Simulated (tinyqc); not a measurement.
# Worked calculation: CMOS latch-up, two-transistor model

Numbers from tinyqc (`OMP_NUM_THREADS=1 python tinyqc.py 2670069 2670070 out.jsonl`; about 0.04 s on one thread of a shared Intel Xeon 2.30GHz). Printed values are rounded.

A parasitic pnp (emitter at Vdd, base shunted by Rw) and npn (emitter at ground, base shunted by Rs) feed each other: the npn collector current flows out of the pnp base node, the pnp collector current into the npn base node. Forward-active transistors with constant gains: Icn = Isn exp(Vn/Vt), Icp = Isp (exp(Vp/Vt) - 1). A current Ii is injected into the npn base node.

Inputs (values chosen for the exercise); values close to those of bulk CMOS: temperature T = 325 K; current gain of the npn bn = 6.8; current gain of the pnp bp = 5.3; saturation current of the npn at T Isn = 1.4e-13 A; saturation current of the pnp at T Isp = 1.1e-13 A; substrate resistance shunting the npn Rs = 360 ohm; well resistance shunting the pnp Rw = 630 ohm; resistance from the pnp collector to the npn base R2 = 120 ohm; base-emitter voltage in the on state Von = 0.67 V; saturation voltage Vsat = 0.18 V; supply voltage Vdd = 2.5 V; current injected into the substrate Ii = 1.25 mA.

Constants: q = 1.602176634e-19 C, kB = 1.380649e-23 J/K, Vt = kB T/q. Results are converted to the units shown.

## Holding current and voltage

On state with both base-emitter voltages at Von: npn base current Ib = (Von/Rs + bp Von/Rw)/(bn bp - 1), holding current Ih = (bn + 1) Ib + Von/Rs, holding voltage Vh = Vsat + Von + R2 (Ib + Von/Rs).

bn bp = 36.04
Ib = 0.2139731 mA
Ih = 3.530102 mA
Vh = 1.099010 V

Vh is below Vdd = 2.5 V, so the supply can sustain a latched state.

## The off branch

Vn, point 0 to 7 (V): [0.43, 0.51, 0.56, 0.59, 0.61, 0.63, 0.645, 0.66]

Node equations: Vp/Rw + Icp/bp = Icn and Vn/Rs + Icn/bn = Icp + Ii. Loop gain G = gn gp/[(1/Rw + gp/bp)(1/Rs + gn/bn)], gn = Icn/Vt, gp = (Icp + Isp)/Vt; the off state ends where G = 1, and Ii there is the trigger current. For each Vn: Icn, then Vp from the first equation, then Ii from the second.

```
point   Icn (mA)     Vp (V)    Icp (mA)   Ii (mA)           G
0      6.5184e-4  4.1066e-4  1.6248e-12    1.1945  2.1014e-11
1       0.011342  0.0071457  3.1971e-11    1.4183  4.5585e-10
2       0.067617   0.042598  3.9346e-10    1.5655   8.7280e-9
3        0.19736    0.12434   9.2119e-9    1.6679   3.8744e-7
4        0.40309    0.25395   9.5348e-7    1.7537   6.3081e-5
5        0.82327    0.51729    0.011561    1.8595      1.0262
6         1.4065    0.66019      1.9007  0.097842      23.301
7         2.4030    0.69621      6.8789   -4.6922      28.559
```

Ii peaks at 1.860 mA, at Vn = 0.6300 V where G = 1; beyond it the loop feeds itself.

## Iteration 1: response to the injected current, once round the loop per iteration

Vn at the start = 0.48 V

Icn = Isn exp(Vn/Vt); Vp solves Vp/Rw + Icp/bp = Icn; Vn(new) solves Vn/Rs + (Isn/bn) exp(Vn/Vt) = Icp + Ii.

Icn = 0.003885910 mA
Vp = 0.002448123 V
Icp = 1.004823e-11 mA
Vn after iteration 1 = 0.4499297 V

## Course of the iteration: response to the injected current, once round the loop per iteration

Stop when Vn changes by less than 1e-9 V, or after 150 iterations. Vn must stay below 1.1 V.

Course of the iteration:
```
iteration     Vn (V)  |change| (V)
1          0.4499297        0.0301
2          0.4499297      2.41e-12
```

Converged in 2 iterations. The change falls from 0.030 in the first iteration to below the tolerance in the last. An off state exists, since Ii is below the trigger current, the largest Ii that the node equations allow, 1.860 mA.
